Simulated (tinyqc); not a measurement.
## Trap density from the leakage

Problem. Trap-assisted leakage is J = q Nt times the integral over x of the rate through one trap. Find Nt, the areal density Nt t and the mean in-plane spacing (Nt t)^(-1/2).

Parameters, values chosen for the exercise:

| symbol | value | unit | meaning |
|---|---|---|---|
| t | 6.3 | nm | thickness |

Constants: q = 1.602176634e-19 C. Results are converted to the units shown.

J = 0.016432161 A/cm^2
integral of the rate over x = 2.6297816e6 nm/s

Answer. J is proportional to Nt.

Nt = 3.900e17 cm^-3
Nt t = 2.457e11 cm^-2
in-plane spacing = 20.17 nm

Numbers from tinyqc (`OMP_NUM_THREADS=1 python tinyqc.py 2370028 2370029 out.jsonl`; about 0.03 s on one thread of a shared Intel Xeon 2.30GHz).
